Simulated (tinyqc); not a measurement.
What each form factor does: empirical-pseudopotential levels.

Empirical pseudopotential on the fcc lattice, atoms at +/- tau, tau = a (1,1,1)/8, no spin-orbit coupling. H(G,G') = c (2 pi/a)^2 |k + G|^2 delta + VS(q) cos(q.tau) + i VA(q) sin(q.tau), q = G - G', c = hbar^2/2m0; k and G in units of 2 pi/a; VS at |q|^2 = 3, 8, 11 and VA at 3, 4, 11, in rydberg, zero elsewhere. The basis is fixed: all 113 G with |G|^2 up to Gcut. Energies are counted from the fourth level at Gamma.

Constants: hbar^2/2m0 = 3.80998211 eV angstrom^2; Ry = 13.60569312 eV.

Inputs chosen for the exercise (near those of Ge; not measured data): a = 5.655 angstrom (lattice constant); VS3 = -0.233 Ry; VS8 = 0.009 Ry; VS11 = 0.061 Ry; VA3 = 0 Ry; VA4 = 0 Ry; VA11 = 0 Ry; Gcut = 20 (2 pi/a)^2 (largest |G|^2 of the fixed basis).

Lowest empty singlet and triplet at Gamma and the valence width there (fixed basis); lowest empty level at X = (1,0,0) and L = (1/2,1/2,1/2) from the valence top, these levels and that top with all |k + G|^2 up to 21. Singlet and triplet count orbital degeneracy. VS3 is VS at |q|^2 = 3, and so on. The row for a keeps the form factors fixed, so it is no model of a real expansion, which changes them too.

One parameter was then changed.

Results before and after:

| case | singlet (eV) | triplet (eV) | X (eV) | L (eV) | width (eV) |
|---|---|---|---|---|---|
| base | 1.198 | 3.559 | 1.249 | 0.992 | 11.985 |
| changed | 1.251 | 3.593 | 0.978 | 1.003 | 11.995 |

Which of these changes was made? (a) a = 5.712 angstrom; (b) VS11 = 0.051 Ry; (c) VA3 = 0.03 Ry; (d) VS8 = -0.001 Ry; (e) VS3 = -0.243 Ry; (f) VA11 = 0.03 Ry; (g) VA4 = 0.03 Ry.

Answer: (c) VA3 = 0.03 Ry. Of the candidates, run in turn, only this one gives the changed row.

All candidates:

| case | singlet (eV) | triplet (eV) | X (eV) | L (eV) | width (eV) |
|---|---|---|---|---|---|
| base | 1.198 | 3.559 | 1.249 | 0.992 | 11.985 |
| a = 5.712 angstrom | 1.210 | 3.582 | 1.372 | 1.070 | 11.702 |
| VS3 = -0.243 Ry | 1.107 | 3.700 | 1.491 | 1.092 | 11.949 |
| VS8 = -0.001 Ry | 0.673 | 3.612 | 1.167 | 0.744 | 12.099 |
| VS11 = 0.051 Ry | 0.634 | 3.322 | 0.969 | 0.605 | 12.194 |
| VA3 = 0.03 Ry | 1.251 | 3.593 | 0.978 | 1.003 | 11.995 |
| VA4 = 0.03 Ry | 1.170 | 3.653 | 0.857 | 1.053 | 11.990 |
| VA11 = 0.03 Ry | 1.057 | 3.515 | 0.899 | 0.915 | 12.004 |

In a diamond crystal a small VA enters the levels at Gamma and L only in second order, by symmetry, but splits the degenerate pair at X in first order.

Run: tinyqc, `OMP_NUM_THREADS=1 python tinyqc.py 1081497 1081498 out.jsonl`; Intel(R) Xeon(R) Processor @ 2.30GHz, one thread, shared host; about 0.7 s of CPU time with all checks.
